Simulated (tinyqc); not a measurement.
Growth of the error with array size.

Square N x N arrays wired as follows: each row is driven at its left end through one segment rw, neighbouring nodes are joined by rw, each column ends in one more rw and a virtual ground. All cells have G = 14.0 uS and all rows V = 0.1 V, so the ideal current is N V G. The nodal equations are solved exactly.

Inputs (values chosen for the exercise):

| symbol | value | unit | meaning |
|---|---|---|---|
| rw | 200 | ohm | wire resistance between neighbouring cells |

Growth of the error with array size:
```
N   ideal (uA)  first column (uA)  last column (uA)  error of the last column (%)  100 N^2 rw G
2        2.800              2.765             2.758                        -1.517         1.120
4        5.600              5.426             5.338                        -4.678         4.480
6        8.400              7.935             7.625                        -9.222         10.08
8        11.20              10.25             9.547                        -14.76         17.92
12       16.80              14.25             12.23                        -27.23         40.32
16       22.40              17.37             13.54                        -39.57         71.68
20       28.00              19.68             13.87                        -50.45         112.0
```

What does the table show?

The error of the last column goes from -1.52 % at N = 2 to -50.4 % at N = 20, as N^(1.66) between N = 4 and 8 and N^(1.09) between the last two rows. The scale N^2 rw G (N segments carrying the current of up to N cells) is 1.21 times the error at N = 8. The last column carries 0.705 of the current of the first at N = 20.

tinyqc, about 0.02 s, one thread, Intel Xeon 2.30GHz (shared host): `OMP_NUM_THREADS=1 python tinyqc.py 2880032 2880033 out.jsonl`
